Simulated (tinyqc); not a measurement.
From wire to sheet: nanosheet or nanowire with hard walls, valleys of the Si type.

Six ellipsoidal valleys along the cube axes: inverse mass tensor w = 1/mt + (1/ml - 1/mt) a a^T with a the unit axis. Device axes: x along the channel, z = [001], y = z x x.

Hard walls around a W x H rectangle. The block w_c of w in (y, z) confines; the transport mass follows from 1/m_x = w_xx - w_xc w_c^-1 w_cx. The cross-section problem c (w_yy ky^2 + 2 w_yz ky kz + w_zz kz^2), c = hbar^2/2m0, is solved in products sin(n pi y/W) sin(l pi z/H), n, l = 1 to 12; if w_yz = 0 the levels are c pi^2 (w_yy n^2/W^2 + w_zz l^2/H^2). The w_yz term couples (n, l) to (n', l') by -2 c w_yz D_nn'(W) D_ll'(H) with D_nm(L) = 4 n m/(L (n^2 - m^2)) for n + m odd and 0 otherwise.

Without degeneracy the line density is N1 exp((EF - Ec)/kB T) with N1 = sum 2 g sqrt(m_x kB T/(4 pi c)) exp(-E/kB T), here over n, l up to 80 where w_yz = 0 and over all levels of a 12 x 12 sine basis otherwise; the classical value is W H Nc with Nc = 2 g_all (m_dos kB T/(4 pi c))^(3/2), m_dos = (ml mt^2)^(1/3); dVt = kB T ln(W H Nc/N1).

Constants: hbar^2/2m0 = 3.80998211 eV angstrom^2; kB = 8.617333262e-05 eV/K.

Values chosen for the exercise (near those of Si; the results hold for these values, not for the real material):
- ml = 0.919 m0 (longitudinal mass)
- mt = 0.189 m0 (transverse mass)
- T = 350 K (temperature)
- g_all = 6 (number of valleys)
- channel = 100 (transport direction x on a (001) wafer)
- H = 32 angstrom (height, along z = [001])
- Ws = (25, 35, 50, 75, 110, 170, 260) angstrom (widths)

Valleys:

| group | valleys g | w_yy | w_zz | \|w_yz\| | m_x (m0) |
|---|---|---|---|---|---|
| A | 2 | 5.29101 | 1.08814 | 0.00000 | 0.18900 |
| B | 2 | 1.08814 | 5.29101 | 0.00000 | 0.18900 |
| C | 2 | 5.29101 | 5.29101 | 0.00000 | 0.91900 |

Lowest level of each group (groups ordered by w_zz, then w_yy) and dVt against the width.

Results:

| W (angstrom) | A1 (eV) | B1 (eV) | C1 (eV) | dVt (mV) |
|---|---|---|---|---|
| 25 | 0.3583 | 0.2598 | 0.5126 | 244.6 |
| 35 | 0.2024 | 0.2277 | 0.3567 | 186.8 |
| 50 | 0.1195 | 0.2107 | 0.2739 | 123.9 |
| 75 | 0.0753 | 0.2016 | 0.2297 | 92.0 |
| 110 | 0.0564 | 0.1977 | 0.2107 | 80.0 |
| 170 | 0.0468 | 0.1957 | 0.2012 | 73.3 |
| 260 | 0.0429 | 0.1949 | 0.1972 | 69.7 |

What can be read from this table?

dVt falls from 245 to 70 mV. The lowest group changes from B to A between W = 25 and 35 angstrom (H = 32). At the widest W the lowest level is 0.0429 eV; the film limit c pi^2 w_zz/H^2 of that group is 0.0400 eV.

tinyqc: `OMP_NUM_THREADS=1 python tinyqc.py 1251514 1251515 out.jsonl`; about 0.02 s, one thread, shared Intel(R) Xeon(R) Processor @ 2.30GHz.
